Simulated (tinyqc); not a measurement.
Changing the allowed failure fraction F: time-dependent dielectric breakdown: cell percolation, Weibull statistics, area scaling and voltage extrapolation. Computed by tinyqc, a small Python program. Command: `OMP_NUM_THREADS=1 python tinyqc.py 3005688 3005689 out.jsonl tddb sweep`. One thread of a shared host (Intel(R) Xeon(R) Processor @ 2.30GHz), about 0.01 s of CPU time with the checks.

The oxide is divided into columns of area a^2, each holding m = t_ox/a cells (m is taken as continuous). A share lambda(t) = (t/t_1)^alpha of the cells is defective, and a column whose cells are all defective breaks down.

Inputs (values chosen for the exercise, for a model gate oxide):
```
quantity                                                 value  unit
oxide thickness t_ox                                       2.4    nm
defect cell size a                                         1.5    nm
exponent alpha of defect growth                            0.9     -
time t_1 at which the occupied share would reach 1       86000     s
test area A                                               0.02  um^2
product area A_u                                         1e+06  um^2
stress voltage V                                          2.97     V
use voltage V_u                                            1.4     V
local exponent n = -d ln t/d ln V at the stress voltage     35     -
activation energy E_a                                     0.44    eV
stress temperature T                                       105     C
use temperature T_u                                         55     C
```

Voltage law used: power.

Constants: k_B = 8.617333262e-05 eV/K.

Method:
- Failure fraction F = 1 - (1 - lambda^m)^N with N = A/a^2 columns, which for small lambda^m is 1 - exp(-(t/t63)^beta) with beta = alpha m and t63 = t_1 N^(-1/beta); critical share lambda(t63) = N^(-1/m). 1 um^2 = 1e6 nm^2.
- All three voltage laws share the slope n at the stress voltage. Factor t(V_u)/t(V): E law exp(n (1 - V_u/V)); 1/E law exp(n (V/V_u - 1)); power law (V/V_u)^n.
- Temperatures in kelvin are T(C) + 273.15.
- Temperature factor exp[(E_a/k_B)(1/T_u - 1/T)]; area factor (A/A_u)^(1/beta); percentile factor (-ln(1 - F))^(1/beta); life = t63 x all four; 1 year = 3.15576e7 s.

One run for each value:
```
allowed failure fraction F  projected life (years)  percentile factor
1.00e-07                                 6.472e-04          1.377e-05
1.00e-06                                 3.202e-03          6.813e-05
1.00e-05                                 1.585e-02          3.371e-04
1.00e-04                                 7.841e-02          1.668e-03
1.00e-03                                 3.881e-01          8.257e-03
1.00e-02                                 1.926e+00          4.099e-02
1.00e-01                                 9.850e+00          2.096e-01
5.00e-01                                 3.644e+01          7.753e-01
```

Over the rows, projected life (years) rises from 6.47e-4 to 36.4 (exponent d ln y / d ln x 0.69 between the first rows and 0.81 between the last); percentile factor rises from 1.38e-5 to 0.775 (exponent d ln y / d ln x 0.69 between the first rows and 0.81 between the last). For small F the life scales as F^(1/beta), 1/beta = 0.694.

Caution (all rows): t_1 is an input here; in a real oxide it changes with thickness at fixed voltage. Caution (all rows): a voltage factor of more than nine decades rests wholly on the chosen law and cannot be tested.
